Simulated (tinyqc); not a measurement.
Long-channel MOSFET, surface-potential model: one step of the calculation.

n-channel transistor on a uniformly doped p-type body, gradual-channel approximation, constant mobility, Boltzmann statistics, full ionisation. Potentials are counted from the neutral body; V is the electron quasi-Fermi potential, Vsb at the source and Vsb + Vds at the drain. Charges are magnitudes per area.

Problem. Pao-Sah current by Simpson's rule. I = mu (W/L) integral of Qi dV; Simpson's rule on the 11 points, step Vds/10, weights 1, 4, 2, ..., 4, 1 times step/3.

Inputs (values chosen for the exercise); material values close to those of silicon:

| symbol | value | unit | meaning |
|---|---|---|---|
| mu | 190 | cm^2/(V s) | channel mobility |
| W | 5 | um | gate width |
| L | 1 | um | gate length |
| Vds | 0.2 | V | drain-source voltage |

| point | Qi, Pao-Sah (nC/cm^2) |
|---|---|
| 0 | 0.29587058 |
| 1 | 0.13512961 |
| 2 | 0.061435180 |
| 3 | 0.027872096 |
| 4 | 0.012632947 |
| 5 | 0.0057233451 |
| 6 | 0.0025924423 |
| 7 | 0.0011741653 |
| 8 | 5.3177967e-4 |
| 9 | 2.4083866e-4 |
| 10 | 1.0907294e-4 |

Wanted: Pao-Sah current.

Solution.

Pao-Sah current = 0.007163 uA

Gauss-Legendre quadrature on many points gives 0.007149 uA, so this value is 0.18 % above it; the charge-sheet current, 0.007058 uA, is 1.3 % below it.

Numbers from tinyqc (`OMP_NUM_THREADS=1 python tinyqc.py 2360008 2360009 out.jsonl`; about 0.04 s on one thread of a shared Intel Xeon 2.30GHz).
